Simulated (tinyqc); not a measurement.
# Resistance of a circular point contact between the ballistic and the diffusive limit: two studies

Two half-spaces of a free-electron metal (one valley, spin 2) meet through a circular opening of radius a in an insulating sheet.

Inputs (values chosen for the exercise): free-electron density n = 5.5e22 cm^-3; mean free path l = 3.5 nm; radius of the opening a = 1.5 nm.

Constants: q = 1.602176634e-19 C, hbar = 1.054571817e-34 J s. Results are converted to the units shown.

Each table varies one quantity; the others keep the values above.

## Effect of the radius

kF = (3 pi^2 n)^(1/3), resistivity rho = hbar kF/(n q^2 l). Maxwell: RM = rho/(2 a); Sharvin: RS = 4 rho l/(3 pi a^2); interpolation R = RS + gamma RM, gamma = (1 + 0.83 K)/(1 + 1.33 K), K = l/a.

Effect of the radius:

| a (nm) | K = l/a | RM (ohm) | RS (ohm) | R (ohm) |
|---|---|---|---|---|
| 0.59 | 5.932 | 212.8 | 1071 | 1213 |
| 1.1 | 3.182 | 114.1 | 308.2 | 387.7 |
| 2.1 | 1.667 | 59.78 | 84.57 | 128.9 |
| 3.8 | 0.9211 | 33.04 | 25.83 | 52.03 |
| 7.2 | 0.4861 | 17.44 | 7.195 | 22.06 |
| 13 | 0.2692 | 9.657 | 2.207 | 10.91 |
| 25 | 0.1400 | 5.022 | 0.5968 | 5.322 |
| 47 | 0.07447 | 2.671 | 0.1688 | 2.749 |
| 88 | 0.03977 | 1.427 | 0.04816 | 1.448 |

What does the comparison show?

R falls from 1210 to 1.45 ohm, as a^(-1.83) between the first two rows and a^(-1.02) between the last two (Sharvin -2, Maxwell -1). RM equals RS at a = 8 l/(3 pi) = 2.97 nm. In 1 of the 9 rows kF a is below 10, where the smooth Sharvin count is off by about 2/(kF a), a fifth or more.

## Effect of the mean free path

Same model as above.

The same in every row: RS (ohm) = 165.8.

Results:

| l (nm) | K = l/a | RM (ohm) | R (ohm) |
|---|---|---|---|
| 0.093 | 0.06200 | 3150 | 3225 |
| 0.68 | 0.4533 | 430.8 | 535.6 |
| 1.8 | 1.200 | 162.7 | 290.9 |
| 5 | 3.333 | 58.59 | 206.4 |
| 13 | 8.667 | 22.53 | 180.5 |
| 36 | 24.00 | 8.137 | 170.9 |

Estimate the missing row, l = 0.25 nm.

Computed row:

| l (nm) | K = l/a | RM (ohm) | R (ohm) |
|---|---|---|---|
| 0.25 | 0.1667 | 1172 | 1258 |

With this row back in the table: R falls from 3230 to 171 ohm. RS stays at 166 ohm, since rho l depends on n alone, and R is 3.1 % above it in the last row: a cleaner metal cannot lower R below the Sharvin value.

Program tinyqc, `OMP_NUM_THREADS=1 python tinyqc.py 2760098 2760099 out.jsonl`; Intel Xeon 2.30GHz, shared host, one thread, about 0.01 s.
